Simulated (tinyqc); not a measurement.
## Gain factor and gap resistance from two string resistances

Question. At small bit-line voltage each of the 48 cells has the resistance 1/(K x) at overdrive x (no mobility reduction) in series with a gap resistance Rg. Find K, Rg and the share of the gaps at the higher overdrive.

resistance of a string of 48 equal cells at overdrives of 4.1 and 8.1 V (kohm): 3064.2762  1581.8682

Answer. The resistance per cell is a straight line in 1/x with slope 1/K and intercept Rg.

K = 3.90 uA/V^2
Rg = 1.30 kohm
share of the gaps = 3.94 %

Computed by the program tinyqc: `OMP_NUM_THREADS=1 python tinyqc.py 2142122 2142123 out.jsonl`, one thread of a shared Intel Xeon 2.30GHz, about 1 s for the whole run.
